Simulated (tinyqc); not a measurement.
Bound state in one dimension: Numerov shooting, finite differences, DVR, step by step. Computed by tinyqc, a small Python program that keeps every step. Settings: points = 64. Command: `OMP_NUM_THREADS=1 python tinyqc.py 31985 31986 out.jsonl` (the two numbers bound the seeds that draw the settings). One thread of a shared host (Intel(R) Xeon(R) Processor @ 2.60GHz), about 0.01 s of CPU time with the checks.

## Numerov steps at E = -7.47

One particle of mass 1 in V = -7.62 exp(-x^2/2.05^2) (atomic units), psi = 0 at both ends:
```
parameter                value
left end                    -7
right end                    7
intervals                   64
h                     0.218750
state sought (nodes)         0
```

k_i = 2 m (E - V_i); (1 + h^2 k_(i+1)/12) y_(i+1) = 2 (1 - 5 h^2 k_i/12) y_i - (1 + h^2 k_(i-1)/12) y_(i-1), from y_0 = 0, y_1 = 0.001.

Points along the way:
```
i         x          V         k            y
0   -7.0000  -6.58e-05  -14.9399       0.0000
1   -6.7812  -1.35e-04  -14.9397       0.0010
2   -6.5625  -2.70e-04  -14.9395       0.0028
3   -6.3438    -0.0005  -14.9389       0.0066
4   -6.1250    -0.0010  -14.9380       0.0155
5   -5.9062    -0.0019  -14.9362       0.0362
21  -2.4062    -1.9213  -11.0973   20377.5669
22  -2.1875    -2.4403  -10.0594   42398.1427
23  -1.9688    -3.0297   -8.8805   85350.0648
24  -1.7500    -3.6768   -7.5864  165225.4836
25  -1.5312    -4.3616   -6.2168  305684.9330
26  -1.3125    -5.0575   -4.8251  537260.0445
```

## Bisection on the node count

With more sign changes than the state has nodes (the last point included) the energy is too high, else too low; the bracket starts as -7.47 to -0.05.

Trials:
```
trial          E  sign changes  y at the right end   next
1      -3.760000             2            1.67e+08  lower
2      -5.615000             1           -1.29e+12  lower
3      -6.542500             1           -2.79e+13  lower
4      -7.006250             0            4.02e+14  raise
5      -6.774375             0            2.98e+13  raise
6      -6.658437             1           -1.53e+13  lower
7      -6.716406             0            1.37e+12  raise
8      -6.687422             1           -8.18e+12  lower
9      -6.701914             1           -3.73e+12  lower
10     -6.709160             1           -1.27e+12  lower
11     -6.712783             0            2.61e+10  raise
12     -6.710972             1           -6.28e+11  lower
13     -6.711877             1           -3.02e+11  lower
14     -6.712330             1           -1.38e+11  lower
...          ...           ...                 ...    ...
28     -6.712711             0            9.16e+06  raise
29     -6.712711             0            4.14e+06  raise
30     -6.712711             0            1.62e+06  raise
```

eigenvalue = -6.712711 hartree

## The same grid by other methods

Three-point finite differences and the sine-DVR kinetic matrix of Colbert and Miller on the same points.

Lowest levels (hartree):
```
state  finite differences      DVR
0                 -6.7173  -6.7127
1                 -5.0130  -4.9930
2                 -3.5140  -3.4709
```
